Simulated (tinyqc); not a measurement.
# Thickness from the transmission

Question. A dielectric of barrier phi1 and mass m1 carries the voltage V, so U = phi1 - V x/t1. At E = 0 the WKB exponent is S = (4 t1/(3 V)) sqrt(m1/C) [phi1^1.5 - max(phi1 - V, 0)^1.5], C = hbar^2/(2 m0), and T = exp(-S). Find S, t1 and the field.

Values chosen for this exercise:
```
symbol,value,unit,meaning
phi1,2.55,eV,barrier of layer 1 above the emitter Fermi level at zero bias
m1,0.42,m0,tunnelling mass of layer 1
V,4.9,V,voltage across the dielectric
```

Constants: q = 1.602176634e-19 C, hbar = 1.054571817e-34 J s, m0 = 9.1093837015e-31 kg, hbar^2/(2 m0) = 0.0380998212 eV nm^2. Results are converted to the units shown.

T at E = 0 = 3.4047795e-9

Answer. At fixed V the exponent is proportional to t1.

S = 19.5
t1 = 5.30 nm
field = 9.25 MV/cm

Computed by the program tinyqc: `OMP_NUM_THREADS=1 python tinyqc.py 2540090 2540091 out.jsonl`, one thread of a shared Intel Xeon 2.30GHz, about 0.02 s for the whole run.
